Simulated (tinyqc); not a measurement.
Defect equilibria of an oxide against oxygen pressure (mass action): one step, computed by the program tinyqc. Command: `OMP_NUM_THREADS=1 python tinyqc.py 3014693 3014694 out.jsonl brouwer walk`. One thread of a shared host (Intel(R) Xeon(R) Processor @ 2.30GHz), about 0.01 s of CPU time with the checks.

Defects: oxygen vacancies V (charge +2), electrons n, holes p, the ionic partner X = V_M'' (charge -2), and the dopant. Activities are taken equal to concentrations.

Problem. Solution at the given pressure. Neutrality: 2 [V] + p + N_d = n + 2 [X]. With n as the unknown, [V] = K_r/(n^2 P^(1/2)), p = K_i/n, [X] = K_s/[V]; the log ratio is ln(positive/negative). The root is found by 60 bisections in ln n between n = 1e-10 and 1e25 cm^-3.

Inputs (values chosen for the exercise, for a model oxide): dopant density N_d = 1.7e+19 cm^-3; temperature T = 700 K; oxygen pressure P = 1e-11 atm.

Ionic disorder: Schottky, oxide MO. Dopant (singly charged, fully ionised): donor.

K_r = 6.918776e+32 cm^-9 atm^(1/2)

K_i = 2.136266e+14 cm^-6

K_s = 1.747648e+23 cm^-6

Give: n; [V]; p; [X].

Solution.

n = 1.0284e+17 cm^-3

[V] = 20686 cm^-3

p = 0.0020772 cm^-3

[X] = 8.4486e+18 cm^-3

The largest terms give the Brouwer balance N_d = 2 [X]; the smaller of the two terms is 99 % of the total charge of one sign.
